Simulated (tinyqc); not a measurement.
Plane-wave Kohn-Sham cycle with exchange-only LDA in a layered model solid, step by step. One step of it, computed by the program tinyqc.

Task: Iteration 2: Hamiltonian at one k. H(m,m') = (k + G_m)^2/2 delta + V(G_m - G_m'), with V(-G) = V(G).

A solid whose potential varies along x alone (atomic units):
```
parameter                      value
period a                   15.700000
cross-section of the cell  33.000000
electrons per cell                 4
grid points                       16
plane waves -n..n, n               3
k points                           1
V1 in V1 cos(2 pi x/a)     -0.590000
V2 in V2 cos(4 pi x/a)      0.160000
```

V(G_m), m = 0, 1, 2, ... (hartree): -0.189281  -0.118461  0.084109  -0.000250  0.000337  -0.000080  0.000093

k = 0.000000 2 pi / a

Give: H.

Result:

H (hartree), lower triangle:
```
         -3       -2       -1       +0       +1       +2      +3
-3   0.5314
-2  -0.1185   0.1310
-1   0.0841  -0.1185  -0.1092
+0  -0.0002   0.0841  -0.1185  -0.1893
+1   0.0003  -0.0002   0.0841  -0.1185  -0.1092
+2  -0.0001   0.0003  -0.0002   0.0841  -0.1185   0.1310
+3   0.0001  -0.0001   0.0003  -0.0002   0.0841  -0.1185  0.5314
```
